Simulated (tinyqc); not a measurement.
# Worked calculation: hexagonal on-chip spiral inductor, lumped pi model

Computed by the program tinyqc: `OMP_NUM_THREADS=1 python tinyqc.py 2302177 2302178 out.jsonl`, one thread of a shared Intel Xeon 2.30GHz, about 0.01 s for the whole run. Printed values are rounded.

Outer diameter do = di + 2 n wd + 2 (n - 1) sp, mean da = (do + di)/2, fill p = (do - di)/(do + di), length l = 3.464 n da. L = 2.33 mu0 n^2 da/(1 + 3.82 p), mu0 = 4 pi 1e-7 H/m. Rs = rho l/(wd delta (1 - exp(-th/delta))), delta = sqrt(rho/(pi f mu0)). Cs = n wd^2 eps0 eo/hu across the coil. At each end Cox = l wd eps0 eo/(2 ho) leads to the substrate branch Rsi = 2 rs he/(l wd) in parallel with Csi = l wd eps0 11.7/(2 he). With one end grounded Y = 1/(Rs + i w L) + i w Cs + 1/[1/(i w Cox) + 1/(1/Rsi + i w Csi)], w = 2 pi f; Q = -Im Y/Re Y. Eddy currents in neighbouring turns and in the substrate are left out.

Values chosen for this exercise; values of the order met in silicon radio-frequency processes: number of turns n = 5.5; line width wd = 15 um; space between turns sp = 3 um; inner diameter di = 100 um; metal thickness th = 2 um; metal resistivity rho = 2.2 uohm cm; oxide below the coil ho = 3.6 um; oxide between coil and underpass hu = 1.4 um; relative permittivity of the oxide eo = 3; substrate resistivity rs = 1000 ohm cm; effective spreading depth in the substrate he = 80 um; frequency f = 8.4 GHz.

Constants: eps0 = 8.8541878128e-12 F/m. Results are converted to the units shown.

## Geometry and model elements

do, l, L, delta, Rs, Cs, Cox, Rsi and Csi as defined.

do = 292 um
l = 3734.192 um
L = 6.046596 nH
delta = 0.8145014 um
Rs = 7.355379 ohm
Cs = 23.47941 fF
Cox = 206.6452 fF
Rsi = 28564.86 ohm
Csi = 36.26624 fF

Rs is 2.69 times the direct-current value in this empirical form, which overstates the skin effect of a flat slab when delta is near th and so stands in for some current crowding.

## Admittance, quality factor and apparent inductance

Series branch 1/(Rs + i w L), substrate branch, total Y, Q = -Im Y/Re Y, apparent inductance Im(1/Y)/w, metal-only value w L/Rs, share of the loss in the substrate Re(substrate branch)/Re Y.

series branch = 0.072183-3.131838i mS
substrate branch = 0.025335+1.628386i mS
Y = 0.0975178-0.2642372i mS
Q = 2.709631
apparent inductance = 63.10906 nH
w L/Rs = 43.38754
share of the loss in the substrate = 25.97979 %

Q is 6.25 % of the metal-only value.
